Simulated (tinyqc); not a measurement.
Gap and mesh density: special k points of the fcc lattice.

Lattice vectors in units of a: a1 = (0, 1/2, 1/2), a2 = (1/2, 0, 1/2), a3 = (1/2, 1/2, 0); reciprocal vectors b_i with a_i . b_j = 2 pi delta_ij. Mesh: k = sum_i f_i b_i with f_i = (2 j_i + shift)/(2 N), j_i = 0 .. N-1. The point group of the lattice has 48 operations; only those that map the mesh onto itself are used.

A_m(k) = sum over the m-th star of lattice vectors R of cos(k . R), stars in order of length: m = 1: |R|^2 = 0.5, 12 vectors, such as (1, 0, 0) in the basis a_i; m = 2: |R|^2 = 1, 6 vectors, such as (1, 1, -1) in the basis a_i; m = 3: |R|^2 = 1.5, 24 vectors, such as (2, 0, -1) in the basis a_i; m = 4: |R|^2 = 2, 12 vectors, such as (2, 0, 0) in the basis a_i; m = 5: |R|^2 = 2.5, 24 vectors, such as (2, 1, -1) in the basis a_i; m = 6: |R|^2 = 3, 8 vectors, such as (3, -1, -1) in the basis a_i. The zone mean of every A_m is zero.

Test function, the lower band of a two-band insulator: E(k) = -sqrt(D^2 + (e0 - t A_1(k))^2).

Inputs chosen for the exercise (out of a larger set: the lattice of Si, GaAs, Cu and Al; not measured data): t = 0.3 eV (coupling); e0 = 1.22 eV (offset).

D takes the values listed; errors against the unshifted mesh with N = 30, for unshifted meshes.

Errors (meV):

| D (eV) | reference (eV) | N = 2 | N = 4 | N = 6 | N = 8 |
|---|---|---|---|---|---|
| 0.2 | -1.4765 | -350.806 | 6.475 | 6.421 | -1.442 |
| 0.4 | -1.5313 | -332.114 | 3.302 | 4.754 | -0.615 |
| 0.8 | -1.7077 | -291.446 | 1.217 | 1.622 | -0.111 |
| 1.5 | -2.1543 | -231.788 | 0.497 | 0.214 | -0.008 |
| 2.5 | -2.9537 | -173.407 | 0.265 | 0.018 | 0.000 |
| 4.0 | -4.3040 | -121.969 | 0.114 | 0.001 | 0.000 |

What does the comparison show, and why?

The first listed N from which the error stays below 0.5 meV is none for D = 0.2, none for D = 0.4, 8 for D = 0.8, 4 for D = 1.5, 4 for D = 2.5, 4 for D = 4 eV. A larger D makes the function smoother, so its Fourier coefficients fall faster with |R|.

(tinyqc, `OMP_NUM_THREADS=1 python tinyqc.py 1681320 1681321 out.jsonl`, Intel(R) Xeon(R) Processor @ 2.30GHz, 1 thread, shared host, about 0.2 s.)
